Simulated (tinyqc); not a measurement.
Strain and the order of the valence edges: six-band k.p model of the valence band of a wurtzite crystal.

At k = 0: E1 = D1c + D2c + Te + Le (pure HH); E2, E3 = Le + u +/- sqrt(u^2 + 2 D3c^2), u = (D1c - D2c + Te)/2, D1c = Dcr, D2c = D3c = Dso/3. The weight of LH in state 2 is fL = (E2 - Le)^2/((E2 - Le)^2 + 2 D3c^2). Relative strengths of transitions to the conduction band: for E perpendicular to c (TE) 1/2, fL/2, (1 - fL)/2; for E along c (TM) 0, 1 - fL, fL, with one momentum element for both directions.

Strain of a c-plane layer: exx = eyy = e_par, ezz = -2 (C13/C33) e_par; Le = D1 ezz + D2 (exx + eyy), Te = D3 ezz + D4 (exx + eyy).

Conduction edge: Ec = (top of the unstrained valence band) + Eg + (a1 + D1) ezz + (a2 + D2)(exx + eyy).
Constants: kB = 8.617333262e-05 eV/K.

Inputs chosen for the exercise (near those of AlN; not measured data):
- Dcr = -0.1547 eV (crystal-field splitting)
- Dso = 0.0181 eV (spin-orbit splitting)
- Eg = 6.27 eV (direct gap at Gamma from the top of the unstrained valence band)
- a1 = -3.31 eV (gap potential along c)
- a2 = -11.7 eV (gap potential in the plane)
- D1 = -17.58 eV
- D2 = 7.7 eV
- D3 = 8.7 eV
- D4 = -4.04 eV
- C13 = 111 GPa
- C33 = 378 GPa
- T = 100 K (temperature)

Edges from the unstrained top. Degree of polarisation (TE - TM)/(TE + TM), each state weighted by exp(E/kT) alone (equal densities of states).

Results:

| e_par (%) | E1 (meV) | E2 (meV) | E3 (meV) | fL | lowest transition (eV) | polarisation |
|---|---|---|---|---|---|---|
| -2.00 | -399.8 | -411.2 | -515.6 | 0.993 | 6.5844 | 0.994 |
| -1.50 | -337.1 | -347.3 | -388.2 | 0.954 | 6.5431 | 0.950 |
| -1.00 | -274.5 | -255.4 | -288.9 | 0.070 | 6.4827 | -0.808 |
| -0.50 | -211.8 | -128.3 | -224.6 | 0.008 | 6.3770 | -0.992 |
| 0.00 | -149.1 | 0.0 | -161.6 | 0.003 | 6.2700 | -0.997 |
| 0.50 | -86.4 | 128.5 | -98.8 | 0.001 | 6.1629 | -0.999 |
| 1.00 | -23.8 | 257.0 | -36.1 | 0.001 | 6.0556 | -0.999 |
| 1.50 | 38.9 | 385.6 | 26.6 | 0.001 | 5.9484 | -0.999 |
| 2.00 | 101.6 | 514.2 | 89.3 | 0.000 | 5.8412 | -1.000 |

What does the comparison show, and why?

E1 = E2 requires Dcr + Te = 0, which here falls at e_par = -1.17 %, inside the sweep: state 1 is on top for smaller e_par and state 2 beyond. The polarisation goes from +0.99 to -1.00 and changes sign between -1.50 and -1.00 %; the lowest transition moves by -186 meV per 1 % on average.

Computed by tinyqc, a small Python program: `OMP_NUM_THREADS=1 python tinyqc.py 1050788 1050789 out.jsonl` (the numbers bound the seed that draws the inputs); one thread of a shared host (Intel(R) Xeon(R) Processor @ 2.30GHz), about 0.01 s for the whole set of steps.
